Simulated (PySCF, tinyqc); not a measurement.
CIS on RHF in the sto-6g basis, frozen core, for Be, spin multiplicity 1, step by step. The lowest restricted solution is unstable here: a spin-polarised one lies 0.0017 hartree lower (PySCF). One step of it, computed by the program tinyqc.

Problem. CIS matrix, triplets. A(ia,jb) = (e_a - e_i) d_ij d_ab - (ij|ab).

orbital energies (hartree): [-4.541835, -0.252096, 0.219697, 0.219697, 0.219697]

Two-electron integrals over orbitals (pq|rs), unique and non-zero (hartree); the lowest 1 orbital is frozen and left out:
```
(22|22) 0.405613   (32|32) 0.086861   (33|22) 0.410497   (33|33) 0.450117
(42|42) 0.086861   (43|43) 0.024258   (44|22) 0.410497   (44|33) 0.401601
(44|44) 0.450117   (52|52) 0.086861   (53|53) 0.024258   (54|54) 0.024258
(55|22) 0.410497   (55|33) 0.401601   (55|44) 0.401601   (55|55) 0.450117
```

Give: CIS matrix A, triplet.

Solution.

CIS matrix A, triplet (hartree), order 2>3, 2>4, 2>5:
```
[[0.061, 0.000, 0.000],
 [0.000, 0.061, 0.000],
 [0.000, 0.000, 0.061]]
```
